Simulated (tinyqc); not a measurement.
## Read current of a NAND string, cells in series solved by shooting: effect of the bit-line voltage

Cells in series, numbered from 0 at the source line (0 V) to the bit line, each followed by a gap resistance Rg. A cell with gate Vg, threshold VT, source Vs and drain Vd passes I = 2 nf K Vt^2 [F(Vs) - F(Vd)]/(1 + th max(Vg - VT, 0)), F(V) = ln^2(1 + exp((Vg - VT - nf V)/(2 nf Vt))). The selected cell has Vg = Vr, the others Vg = Vp.

For a trial current I start at 0 V and, cell by cell, solve for the drain: sqrt(F(Vd)) = sqrt(F(Vs) - I/k), k = 2 nf K Vt^2/(1 + th max(Vg - VT, 0)), Vd = [Vg - VT - 2 nf Vt ln(exp(sqrt F) - 1)]/nf, then add I Rg. The string current is the I for which the last node reaches Vbl. The apparent threshold is the Vr at which I = Is. Background: all other cells erased (VT = Ve) or all in the highest state (VT = Vh); ratio and shift are high over erased and high minus erased. The string has 64 cells and the selected one is cell 32.

Inputs (values chosen for the exercise); values of the order met in vertical NAND strings: temperature T = 300 K; gain factor of a cell K = 7.1 uA/V^2; slope factor nf = 2; mobility reduction factor th = 0.15 1/V; resistance of the gap between cells Rg = 2.5 kohm; pass voltage Vp = 7.9 V; threshold of an erased cell Ve = -2 V; threshold of the highest state Vh = 3.4 V; threshold of the selected cell Vx = 2.7 V; sensing current Is = 50 nA; read voltage on the selected word line Vr = 4.45 V.

Constants: q = 1.602176634e-19 C, kB = 1.380649e-23 J/K, Vt = kB T/q. Results are converted to the units shown.

Results:
```
Vbl (V)	I, others erased (uA)	I, others high (uA)	ratio	apparent VT, erased (V)	apparent VT, high (V)	background shift (mV)
0.2	0.07849	0.05360	0.6829	2.992	3.305	312.5
0.3	0.1163	0.07851	0.6751	2.972	3.035	63.66
0.4	0.1531	0.1021	0.6671	2.971	3.030	58.40
0.5	0.1889	0.1245	0.6591	2.971	3.029	58.23
0.6	0.2235	0.1455	0.6511	2.971	3.029	58.22
0.8	0.2892	0.1836	0.6351	2.971	3.029	58.22
```

Estimate the missing row, Vbl = 0.7 V.

Computed row:
```
Vbl (V)	I, others erased (uA)	I, others high (uA)	ratio	apparent VT, erased (V)	apparent VT, high (V)	background shift (mV)
0.7	0.2570	0.1652	0.6431	2.971	3.029	58.22
```

With this row back in the table: As Vbl goes from 0.2 to 0.8 V, the current with erased neighbours rises from 0.0785 to 0.289 uA, that with high neighbours rises from 0.0536 to 0.184 uA and the ratio falls from 0.683 to 0.635. The background shift falls from 312 to 58.2 mV.

Computed by the program tinyqc: `OMP_NUM_THREADS=1 python tinyqc.py 2142079 2142080 out.jsonl`, one thread of a shared Intel Xeon 2.30GHz, about 0.5 s for the whole run.
